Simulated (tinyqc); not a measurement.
Six-band hole subbands of a thin body in a field: one step. Confinement masses without spin-orbit coupling. Two cases, with inputs chosen for the exercise.

Question. C(n n^T)/c has C_XX = (g1 + 4 g2) nx^2 + (g1 - 2 g2)(ny^2 + nz^2) and C_XY = 6 g3 nx ny, n the unit normal; its eigenvalues are the inverse masses along n.

Give: C(n n^T)/c; masses.

Case 1.

Values chosen (near those of a p-type Si channel; not measured data): g1 = 4.27 (Luttinger gamma1); g2 = 0.34 (gamma2); g3 = 1.44 (gamma3); face = 110 (surface).

Answer.

C(n n^T)/c:
```
        X       Y       Z
X  4.6100  4.3200       0
Y  4.3200  4.6100       0
Z       0       0  3.5900
```

masses (m0): 3.4483  0.2786  0.1120

The heaviest mass, 3.45, comes from a near cancellation among the gammas, so a few per cent in them move it strongly.

Case 2.

Values chosen (near those of a p-type Si channel; not measured data): g1 = 4.28 (Luttinger gamma1); g2 = 0.34 (gamma2); g3 = 1.44 (gamma3); face = 110 (surface).

Answer.

C(n n^T)/c:
```
        X       Y       Z
X  4.6200  4.3200       0
Y  4.3200  4.6200       0
Z       0       0  3.6000
```

masses (m0): 3.3333  0.2778  0.1119

The heaviest mass, 3.33, comes from a near cancellation among the gammas, so a few per cent in them move it strongly.

Computed by tinyqc, one run a case: `OMP_NUM_THREADS=1 python tinyqc.py N N+1 out.jsonl` with N = 1281261, 1281282; one thread of a shared Intel(R) Xeon(R) Processor @ 2.30GHz, about 0.4 s a run at most.
